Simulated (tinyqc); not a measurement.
# From one set of inputs to another, one input at a time

Model: ion-assisted plasma etching: sheath, surface coverage, synergy and aspect-ratio dependence. Computed by tinyqc, a small Python program. Command: `OMP_NUM_THREADS=1 python tinyqc.py 3005060 3005061 out.jsonl etch ladder`. One thread of a shared host (Intel(R) Xeon(R) Processor @ 2.30GHz), about 0.01 s of CPU time with the checks.

Radicals adsorb on bare sites; ions remove covered sites with a high yield and bare sites by sputtering; a slow spontaneous reaction acts everywhere, walls included.

The inputs printed are set A. Set A is close to those used for silicon dioxide in a fluorocarbon plasma; the values taken over come from a set close to those used for silicon in a halogen plasma. Inputs not listed in the table keep their values of set A, so the rows need not describe a real material.

Inputs (values chosen for the exercise, close to those used for silicon dioxide in a fluorocarbon plasma):
```
quantity                                value       unit
plasma density n_e                    6.4e+09     1/cm^3
electron temperature T_e                  3.9         eV
ion mass M_i                               50          u
sheath voltage V                          370          V
radical density n                     9.9e+13     1/cm^3
radical mass M_n                           19          u
gas temperature T_g                       500          K
sticking coefficient s                   0.16          -
radicals per removed unit x                 4          -
yield slope b                            0.26  eV^(-1/2)
threshold E_th                             13         eV
sputter slope b_p                       0.013  eV^(-1/2)
sputter threshold E_p                      38         eV
spontaneous reaction probability k_c  1.6e-06          -
solid density N                       2.2e+22     1/cm^3
ion temperature T_i                      0.64         eV
aspect ratio A                             28          -
```

Feature: long trench.

Constants: e = 1.602176634e-19 C; u = 1.6605390666e-27 kg; k_B = 1.380649e-23 J/K; eps_0 = 8.8541878128e-12 F/m.

Method:
- Bohm speed u_B = sqrt(e T_e/M_i); ion flux G_i = 0.61 n_e u_B; radical flux G_n = n c/4 with c = sqrt(8 k_B T_g/(pi M_n)).
- Debye length lambda_D = sqrt(eps_0 T_e/(e n_s)) with n_s = 0.61 n_e, T_e in volts; Child-law sheath d = (sqrt2/3) lambda_D (2 V/T_e)^(3/4); ion energy E = V + T_e/2; angular spread = arctan(sqrt(T_i/E)).
- Yields: Y = b (sqrt(E) - sqrt(E_th)) on covered sites, Y_p = b_p (sqrt(E) - sqrt(E_p)) on bare ones (zero below threshold).
- Steady coverage: s G_n (1 - theta) = x Y G_i theta; removal flux = Y G_i theta + Y_p G_i (1 - theta) + k_c G_n; rate = flux/N, 1 cm/s = 6e8 nm/min.
- Lateral rate = k_c G_n/N; anisotropy = 1 - lateral/vertical; synergy = vertical/(ions alone + radicals alone), with ions alone Y_p G_i/N and radicals alone the lateral rate.
- Transmission of a long trench, rough form: K = (1 + ln(1 + A))/(1 + A + ln(1 + A)), walls that scatter diffusely without loss. With a loss probability S = s (1 - theta) at the floor, G_b/G_n = K/(K + S - K S); theta follows G_b, and the two are solved together. Ions are taken to reach the floor unshadowed; G_b replaces G_n in every term of the rate; A is depth over width.

Each row keeps all changes above it:
```
input moved                              from       to  coverage theta  rate at the floor (nm/min)  sheath thickness (um)
set A                                       -        -         0.94421                      112.43                 5662.6
sheath voltage V (V)                      370      440         0.93841                      124.06                 6448.4
yield slope b (eV^(-1/2))                0.26     0.24         0.94288                      115.13                 6448.4
spontaneous reaction probability k_c  1.6e-06  2.7e-05         0.94288                      116.34                 6448.4
radical density n (1/cm^3)            9.9e+13  1.7e+12         0.22085                       20.83                 6448.4
aspect ratio A                             28      1.3         0.22085                       29.70                 6448.4
gas temperature T_g (K)                   500      600         0.23693                       31.52                 6448.4
sticking coefficient s                   0.16      0.7         0.57599                       66.62                 6448.4
```

Which inputs carry the difference?

Coverage theta goes from 0.944 to 0.576, a factor 0.610 in all. The largest single move comes from radical density n (a factor 0.234), and sticking coefficient s works against it (a factor 2.43). Rate at the floor goes from 112 to 66.6, a factor 0.593 in all. The largest single move comes from radical density n (a factor 0.179), and sticking coefficient s works against it (a factor 2.11). Sheath thickness goes from 5660 to 6450, a factor 1.14 in all. The largest single move comes from sheath voltage V (a factor 1.14). The single moves hold for this order of the switches; the total does not depend on the order.

Caution (all rows): a sheath of several millimetres is collisional at usual pressures, which lowers the ion energy and widens the angles. Caution (rows set A, sheath voltage V, yield slope b, spontaneous reaction probability k_c, radical density n): at this aspect ratio many ions strike the walls, so ion shadowing, left out here, adds to the lag. Caution (all rows): the trench transmission is an interpolation between the limits 1 and ln(A)/A, good to tens of per cent.

Extremes, crossings and ranges named in words are read from the listed rows.
